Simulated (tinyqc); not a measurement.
# Worked calculation: threshold of a short bulk MOSFET: charge sharing, barrier lowering, narrow width

tinyqc, about 0.01 s, one thread, Intel Xeon 2.30GHz (shared host): `OMP_NUM_THREADS=1 python tinyqc.py 2002064 2002065 out.jsonl` Printed values are rounded.

n-channel device on a p-type body, depletion approximation, full ionisation. Uniform doping N = Na. Vbi from Boltzmann statistics is rough for the degenerate source. Cox = eps0 eox/tox.

Inputs (values chosen for the exercise); band and dielectric values close to those of silicon: temperature T = 300 K; band gap Eg = 1.12 eV; relative permittivity eps_r = 11.5; conduction-band density of states at T Nc = 2.84e19 cm^-3; valence-band density of states at T Nv = 2.65e19 cm^-3; relative permittivity of the gate insulator (close to aluminium oxide) eox = 8.96; insulator thickness tox = 3.7 nm; channel doping Na = 4.4e17 cm^-3; source and drain doping Nsd = 1e20 cm^-3; flat-band voltage for the doping Na Vfb = -0.72 V; junction depth xj = 42 nm; body-source voltage Vbs = -1 V; drain-source voltage Vds = 0.05 V; gate width W = 300 nm; shape factor of the fringing depletion at the width edges xw = 1.5708; channel length L = 160 nm.

Constants: q = 1.602176634e-19 C, kB = 1.380649e-23 J/K, Vt = kB T/q, eps0 = 8.8541878128e-14 F/cm where lengths are in cm. Results are converted to the units shown.

## Long-channel threshold and scales

ni = sqrt(Nc Nv) exp(-Eg/(2 Vt)), Eg in volts; 2 pB = 2 Vt ln(N/ni); flat band Vfb - Vt ln(N/Na); Wd = sqrt(2 eps0 eps_r (2 pB - Vbs)/(q N)); body term q N Wd/Cox; long-channel VT0 = flat band + 2 pB + body term; Vbi = Vt ln(N Nsd/ni^2); scale length l = sqrt((eps_r/eox) tox Wd).

N = 4.4e17 cm^-3
2 pB = 0.906320 V
flat band = -0.72 V
Wd = 74.2087 nm
body term = 0.243985 V
VT0 = 0.430305 V
Vbi = 1.04660 V
l = 18.7725 nm

## Short-channel and narrow-width shifts

Charge sharing (trapezoid; it ignores Vds): F = (xj/L)(sqrt(1 + 2 Wd/xj) - 1), lowering = body term times F. Barrier lowering: th = exp(-L/(2 l)) + 2 exp(-L/l), lowering = th [2 (Vbi - 2 pB) + Vds], DIBL = th. Narrow width: rise = body term times xw Wd/W. VT by each model = VT0 - lowering + rise.

F = 0.296431
lowering by charge sharing = 72.3246 mV
th = 0.0144982
lowering of the barrier = 4.79243 mV
DIBL = 14.4982 mV/V
narrow-width rise = 94.8019 mV
VT, charge sharing = 0.452783 V
VT, barrier lowering = 0.520315 V

L is 8.52 scale lengths. The charge-sharing lowering is 15.1 times the barrier lowering; the first falls off as 1/L and the second exponentially. Both describe the same loss of gate control, so they are alternatives and are not added.
